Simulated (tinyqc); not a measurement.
Number of periods: periodic multilayer mirror for extreme ultraviolet light.

s polarisation, vacuum above. q_j = sqrt(N_j^2 - sin^2 theta); interface r_jk = (q_j - q_k)/(q_j + q_k) exp(-2 (2 pi/lam)^2 q_j q_k sg^2) (Nevot-Croce; sg = 0 if not given); phase factor of a layer x_j = exp(4 pi i q_j d_j/lam). Each period has the spacer (thickness (1 - Gm) L) on top of the absorber (Gm L). In this recursion R is the amplitude; R in tables and results is the reflectance, its squared modulus. The substrate is of the spacer material. Starting with R = 0 in it, each interface upward gives R -> (r + R x)/(1 + r R x), x that of the layer below the interface (1 for the substrate).

Values chosen for the exercise (optical constants near those of Mo and Si at 13.5 nm; the results hold for these values, not for the real material): lam = 13.5 nm (wavelength); dA = (0.0741, 0.00599) (delta and beta of the absorber, N = 1 - delta + i beta); dS = (0.001, 0.00174) (delta and beta of the spacer and the substrate); L = 7.01 nm (period); Gm = 0.49 (absorber share of the period); theta = 6 degrees (angle from the normal); sg = 0.5 nm (interface roughness).

The last column sets both beta to zero.

Reflectance:

| periods | R | R without absorption |
|---|---|---|
| 5 | 0.098 | 0.111 |
| 10 | 0.289 | 0.357 |
| 15 | 0.457 | 0.599 |
| 20 | 0.569 | 0.772 |
| 30 | 0.670 | 0.935 |
| 40 | 0.698 | 0.983 |
| 50 | 0.705 | 0.995 |
| 60 | 0.707 | 0.999 |
| 80 | 0.708 | 1.000 |
| 100 | 0.708 | 1.000 |

R reaches 0.698 at 40 periods and 0.708 at 100; it stays within 0.01 of the last value from 40 periods on. Without absorption the last value is 1.000: absorption, not the count of layers, caps the mirror, and the roughness, which weakens each reflection, lowers that cap further.

tinyqc: `OMP_NUM_THREADS=1 python tinyqc.py 1650227 1650228 out.jsonl`; about 0.01 s, one thread, shared Intel(R) Xeon(R) Processor @ 2.30GHz.
